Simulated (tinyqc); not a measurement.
Three programmes: liquidus of a compound AB in a simple-solution melt, liquid-phase epitaxy and vapour pressures. Computed by tinyqc, a small Python program. Command: `OMP_NUM_THREADS=1 python tinyqc.py 3024874 3024875 out.jsonl liq35 walk`. One thread of a shared host (Intel(R) Xeon(R) Processor @ 2.30GHz), about 0.03 s of CPU time with the checks.

x is the atom fraction of B in the melt. The melt is a simple solution: R T ln gamma_B = W (1 - x)^2, R T ln gamma_A = W x^2, W = a + b T. The solid AB is stoichiometric.

Inputs (values chosen for the exercise, for a model compound): melting point T_F = 1798 K; entropy of fusion S_F = 64.4 J/(mol K); interaction a = 12.8 kJ/mol; interaction slope b = -24 J/(mol K); saturation temperature T = 1145 K; step dT = 7 K; cooling rate c = 0.79 K/min; diffusivity in the melt D = 5.3e-05 cm^2/s; molar volume of the melt V_L = 12.2 cm^3/mol; lattice constant a0 = 5.451 angstrom; melt depth w = 4 mm.

Constants: R = 8.314462618 J/(mol K); N_A = 6.02214076e+23 1/mol; k_B = 8.617333262e-05 eV/K.

Method:
- Liquidus (Vieland): f(x) = R T ln[4 x (1 - x)] + 2 W (1/2 - x)^2 + S_F (T_F - T) = 0.
- Newton steps with f' = (1 - 2x)[R T/(x (1 - x)) - 2 W], from the dilute estimate x = (1/4) exp[-(S_F (T_F - T) + W/2)/(R T)]; stop below 1e-13; f under 1e-6 shown as 0.
- dx/dT = -(df/dT)/f', df/dT = R ln[4 x (1 - x)] + 2 b (1/2 - x)^2 - S_F, f' = (1 - 2x)[R T/(x (1 - x)) - 2 W]. Concentrations: C_L = x N_A/V_L in the melt, C_S = 4/a0^3 in the solid; m = dT/dC_L.
- Semi-infinite melt (Hsieh): step d = 2 dT sqrt(D t/pi)/(C_S m); ramp d = (4/3) c sqrt(D/pi) t^(3/2)/(C_S m); supercooling is their sum. A melt of depth w can give at most w (undercooling)/(C_S m).

C_S = 2.46963e+22 1/cm^3

slope m = 2.84874e-19 K cm^3

dx/dT = 7.11141e-05 1/K

solubility x = 0.00643580

Thickness (micrometre):
```
t (min)    step        ramp  supercooling  sqrt(D t) (mm)
0.2      0.2831  4.2605e-03        0.2874          0.2522
0.5      0.4477  1.6841e-02        0.4645          0.3987
1.0      0.6331  4.7634e-02        0.6807          0.5639
2.0      0.8954  1.3473e-01        1.0301          0.7975
5.0      1.4157  5.3257e-01        1.9483          1.2610
10.0     2.0021  1.5063e+00        3.5084          1.7833
20.0     2.8314  4.2605e+00        7.0919          2.5219
```

What follows from these numbers?

Step cooling goes as t^(1/2), ramp cooling as t^(3/2); they are equal at t = 3 dT/(2 c) = 13.3 min. The local exponent of their sum runs from 0.52 to 1.02. Rows with sqrt(D t) above about half the depth of 4 mm are overestimates.
